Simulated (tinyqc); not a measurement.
Finnis-Sinclair potential for a bcc metal: fit to cohesion and elasticity, then vacancy, surfaces and structure: one step, computed by the program tinyqc.

E = (1/2) sum V(r) - A sqrt(rho), rho = sum phi(r), phi = (r - d)^2 for r < d, V = (r - c)^2 (c0 + c1 r + c2 r^2) for r < c. In bcc the 8 first neighbours lie at sqrt(3) a/2 and the 6 second at a; both cut-offs lie below the third shell; Omega = a^3/2; E is per atom and z the number of atoms in a shell. The four constants A, c0, c1, c2 are fitted to E_c, zero pressure, B and C12 - C44 alone, so C44 and C11 - C12 are not matched singly; defects are unrelaxed.

Task: Three linear equations for c0, c1, c2. With v_k = (r - c)^2 r^k the rows are (1/2) sum z v_k, (1/2) sum z r v_k' and (1/2) sum z r^2 v_k''. With rho1 = sum z r phi' and rho2 = sum z r^2 phi'' the right-hand sides are: -E_c + A sqrt(rho) (cohesion); A rho1/(2 sqrt(rho)) (zero pressure); 9 B Omega + A [rho2/(2 sqrt(rho)) - rho1^2/(4 rho^(3/2))] with B = (C11 + 2 C12)/3.

Inputs (values chosen for the exercise, modelled on molybdenum):
```
quantity             value      unit
lattice constant a   3.147  angstrom
cohesive energy E_c   6.88        eV
target C11             457       GPa
target C12             162       GPa
pair cut-off c/a      1.05         -
```

rho = 23.97998 angstrom^2

A = 2.132422 eV/angstrom

rho1 = -103.9131 angstrom^2

rho2 = 237.6866 angstrom^2

Constants: 1 eV/angstrom^3 = 160.2176634 GPa.

Give: matrix; right-hand side.

Result:

matrix:
```
                 c0     c1      c2
cohesion        1.4    3.9    10.7
pressure      -15.6  -39.9  -101.8
bulk modulus  118.8  261.4   558.5
```

right-hand side (eV): 3.6  -22.6  230.6
